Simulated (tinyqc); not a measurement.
# Slope factor and drain-induced lowering from three currents

Inverse problem. With source and body at 0 V, I = A exp((Vg + dd Vd)/(nf Vt)) (1 - exp(-Vd/Vt)). Find nf, the swing nf Vt ln 10 and dd.

Inputs (values chosen for the exercise):
- T = 378 K (temperature)

Constants: q = 1.602176634e-19 C, kB = 1.380649e-23 J/K, Vt = kB T/q. Results are converted to the units shown.

currents at (Vg, Vd) = (0, 0.05), (0, 0.7) and (0.09, 0.7) V (nA/um): [0.0032851592, 0.013411382, 0.13410023]

Solution. The pair at equal Vd gives nf; the pair at equal Vg, after dividing out the factors 1 - exp(-Vd/Vt), gives dd.

nf = 1.20
swing = 90.0 mV/decade
dd = 0.0700

tinyqc, about 0.03 s, one thread, Intel Xeon 2.30GHz (shared host): `OMP_NUM_THREADS=1 python tinyqc.py 2242125 2242126 out.jsonl`
